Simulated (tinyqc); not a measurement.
What moves the results: two-band massive Dirac model of the K valleys. A value that a table varies takes the place of the one given here.

Basis (conduction, valence): H = [[D/2, a t (tau kx - i ky)], [a t (tau kx + i ky), -D/2 + lam tau sz]], valley tau = +/-1, spin sz = +/-1. The gap of a spin and valley is G = D - lam tau sz. Berry curvature Omega = curl of i<u|grad u>; for the conduction band Omega_c = -tau 2 a^2 t^2 G/(G^2 + 4 a^2 t^2 k^2)^(3/2), and Omega_v = -Omega_c.

Constants: hbar^2/2m0 = 3.80998211 eV angstrom^2.

Inputs chosen for the exercise (near those used for monolayer WSe2; shifted at random, so the results belong to these values and not to a real crystal):
- a = 3.305 angstrom (lattice constant)
- D = 1.7 eV (gap parameter)
- t = 1.14 eV (effective hopping)
- lam = 0.244 eV (half the valence spin splitting)

## Away from the valley

Flavour tau = +1, sz = +1. Parabolic transition energy G + 2 a^2 t^2 k^2/G; degree of circular polarisation eta = 2 cos(theta)/(1 + cos^2(theta)). The last column is the Berry flux of the conduction band inside |k|, over 2 pi: -(1 - cos(theta))/2, cos(theta) = G/(transition energy).

Along |k|:

| \|k\| (1/angstrom) | transition (eV) | parabolic (eV) | Omega_c (angstrom^2) | eta | flux/2 pi |
|---|---|---|---|---|---|
| 0.000 | 1.4560 | 1.4560 | -13.392 | 1.0000 | 0.0000 |
| 0.025 | 1.4681 | 1.4682 | -13.063 | 1.0000 | -0.0041 |
| 0.050 | 1.5040 | 1.5047 | -12.152 | 0.9995 | -0.0159 |
| 0.075 | 1.5618 | 1.5657 | -10.850 | 0.9975 | -0.0339 |
| 0.100 | 1.6394 | 1.6510 | -9.381 | 0.9930 | -0.0559 |
| 0.150 | 1.8432 | 1.8947 | -6.601 | 0.9728 | -0.1050 |
| 0.200 | 2.0955 | 2.2360 | -4.492 | 0.9372 | -0.1526 |
| 0.300 | 2.6889 | 3.2109 | -2.126 | 0.8374 | -0.2293 |

The curvature halves at |k| = 0.148 1/angstrom, where 2 a t k = 0.766 G. At 0.3 the parabola is 522 meV too high, eta has fallen only to 0.837, and the flux has reached -0.229 of the -1/2 that a whole cone holds. The real bands leave this model beyond about 0.1 to 0.2 1/angstrom, where trigonal warping and other bands enter.

## Hole doping of the spin-split valence bands

The Fermi level lies E below the top of the valence band. kF for the upper and lower band of valley +1 from the two-band energy; each flavour holds kF^2/(4 pi) holes per area and both valleys count. Spin polarisation within one valley; Berry flux removed from valley +1, the sum of (1 - cos(theta_F))/2 with cos(theta_F) = G/sqrt(G^2 + 4 a^2 t^2 kF^2), in units of 2 pi.

Holes:

| E (meV) | kF upper (1/angstrom) | kF lower | p (1e12/cm^2) | spin polarisation in a valley | flux/2 pi |
|---|---|---|---|---|---|
| 61.0 | 0.0807 | 0.0000 | 10.37 | 1.000 | 0.0387 |
| 122.0 | 0.1165 | 0.0000 | 21.58 | 1.000 | 0.0718 |
| 244.0 | 0.1709 | 0.0000 | 46.51 | 1.000 | 0.1255 |
| 366.0 | 0.2167 | 0.0000 | 74.76 | 1.000 | 0.1673 |
| 463.6 | 0.2504 | 0.0000 | 99.77 | 1.000 | 0.1945 |
| 536.8 | 0.2745 | 0.0828 | 130.84 | 0.833 | 0.2361 |
| 732.0 | 0.3359 | 0.1939 | 239.42 | 0.500 | 0.3510 |
| 976.0 | 0.4089 | 0.2891 | 399.18 | 0.333 | 0.4535 |

Up to E = 2 lam = 488 meV, a density of 106.4e12/cm^2, only the upper band of this model is emptied and each valley is fully spin-polarised, oppositely in the two. Beyond it the polarisation falls, to 0.33 in the last row. The flux, times e^2/h, is in size the change of the Hall conductivity of one valley; the other valley cancels it in the charge current. Rows with kF above about 0.2 1/angstrom lie beyond the range of the model, and in real layers the valley at Gamma, close below in MoS2 and WS2, can take holes as well.

## What each parameter does

Flavour tau = sz = +1 at k = 0: gap G, mass c G/(a t)^2 with c = hbar^2/2m0, Omega_c, and the B - A splitting 2 lam. Each row changes one parameter from the base and keeps the others.

Results:

| case | G (eV) | mass (m0) | Omega_c (angstrom^2) | B - A (eV) |
|---|---|---|---|---|
| base | 1.4560 | 0.3908 | -13.392 | 0.4880 |
| a = 3.3711 angstrom | 1.4560 | 0.3756 | -13.933 | 0.4880 |
| D = 1.87 eV | 1.6260 | 0.4364 | -10.738 | 0.4880 |
| t = 1.026 eV | 1.4560 | 0.4824 | -10.848 | 0.4880 |
| lam = 0.366 eV | 1.3340 | 0.3580 | -15.954 | 0.7320 |

The largest shifts from the base row, up to three for each result and ties (the steps differ in size, so this ranks the rows, not the parameters). G (eV): D +0.1700, lam -0.1220; unchanged at the printed digits by a and t. mass (m0): t +0.0917, D +0.0456, lam -0.0327. Omega_c (angstrom^2): D +2.654, lam -2.562, t +2.545. B - A (eV): lam +0.2440; unchanged at the printed digits by a, D and t. The mass goes as G/(a t)^2 and the curvature as (a t)^2/G^2, so their product is -2c/G.

(tinyqc, `OMP_NUM_THREADS=1 python tinyqc.py 1482801 1482802 out.jsonl`, Intel(R) Xeon(R) Processor @ 2.30GHz, 1 thread, shared host, about 0.02 s.)
